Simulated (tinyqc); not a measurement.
## Strained Delta valleys, repopulation and conductivity mass: effect of the temperature

A cubic crystal with three pairs of conduction valleys along x, y and z under uniaxial stress X along [110] (X > 0 is tension); current along [100]. Non-degenerate electrons, fixed total density, one relaxation time for all valleys and stresses, masses unchanged by strain, so the mobility goes as the mean inverse mass.

Stress s_ij = X a_i a_j with a the unit vector along [110]; strain e_ii = s11 s_ii + s12 (s_jj + s_kk), e_ij = s44 s_ij/2. Valley shift dE = Xu (n.e.n - trace(e)/3) with n the valley axis; share f proportional to exp(-dE/Vt). Inverse mass along the current d = [100]: (n.d)^2/ml + (1 - (n.d)^2)/mt; mu/mu0 = sum f (1/m) over the plain mean of 1/m. pi is the small-stress slope -d(mu/mu0)/dX; each row is against the unstrained crystal at the same T.

Parameters, values chosen for the exercise; values close to those of silicon: compliance s11 = 7.49 1/TPa; compliance s12 = -2.13 1/TPa; compliance s44 = 12.8 1/TPa; shear deformation potential Xu = 8.65 eV; longitudinal mass ml = 0.906 m0; transverse mass mt = 0.189 m0; uniaxial stress (tension positive) X = -130 MPa.

Constants: q = 1.602176634e-19 C, kB = 1.380649e-23 J/K, Vt = kB T/q. Results are converted to the units shown.

Results:

| T (K) | splitting/Vt | mu/mu0 | pi (1e-11 1/Pa) |
|---|---|---|---|
| 77 | 0.81516 | 0.91823 | -74.894 |
| 180 | 0.34871 | 0.96101 | -32.038 |
| 240 | 0.26153 | 0.97023 | -24.029 |
| 300 | 0.20922 | 0.97594 | -19.223 |
| 380 | 0.16518 | 0.98084 | -15.176 |
| 460 | 0.13645 | 0.98409 | -12.537 |

Estimate the missing row, T = 120 K.

Computed row:

| T (K) | splitting/Vt | mu/mu0 | pi (1e-11 1/Pa) |
|---|---|---|---|
| 120 | 0.52306 | 0.94371 | -48.057 |

With this row back in the table: The ratio mu/mu0 rises from 0.918 to 0.984, and pi goes as 1/T, from -74.9 to -12.5.

Range of the model: Shear strain also changes the transverse masses of these valleys, which is left out.

Computed by the program tinyqc: `OMP_NUM_THREADS=1 python tinyqc.py 2530028 2530029 out.jsonl`, one thread of a shared Intel Xeon 2.30GHz, about 0.01 s for the whole run.
